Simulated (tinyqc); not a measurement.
Jacobi rotations on a symmetric matrix, step by step. Computed by tinyqc, a small Python program that keeps every step. Settings: method = jacobi. Command: `OMP_NUM_THREADS=1 python tinyqc.py 30648 30649 out.jsonl` (the two numbers bound the seeds that draw the settings). One thread of a shared host (Intel(R) Xeon(R) Processor @ 2.60GHz), about 0.01 s of CPU time with the checks.

## Jacobi rotation 1

A:
```
[[0.798000, 0.131000, -0.258000],
 [0.131000, 1.083000, 0.074000],
 [-0.258000, 0.074000, 1.322000]]
```

Take the largest off-diagonal element A_pq; tan 2 theta = 2 A_pq / (A_qq - A_pp) with |theta| <= pi/4; A' = J^T A J with J_pp = J_qq = cos, J_pq = sin, J_qp = -sin.

p, q, theta (rad): [1.000000, 3.000000, -0.388853]

A':
```
[[0.692294, 0.149276, 0.000000],
 [0.149276, 1.083000, 0.018810],
 [0.000000, 0.018810, 1.427706]]
```

## Jacobi rotation 2

As before.

p, q, theta (rad): [1.000000, 2.000000, 0.326242]

A':
```
[[0.641789, 0.000000, -0.006028],
 [0.000000, 1.133505, 0.017818],
 [-0.006028, 0.017818, 1.427706]]
```

## All rotations

The off-diagonal norm falls at every rotation.

Rotations:
```
step  p  q      theta  off-diagonal norm
1     1  3  -0.388853           2.13e-01
2     1  2   0.326242           2.66e-02
3     2  3   0.060269           8.53e-03
4     1  3  -0.007645           5.13e-04
5     1  2   0.000740           3.93e-06
6     2  3  -0.000009           2.90e-09
7     1  3   2.61e-09           2.72e-14
```

eigenvalues: [0.641743, 1.132430, 1.428828]
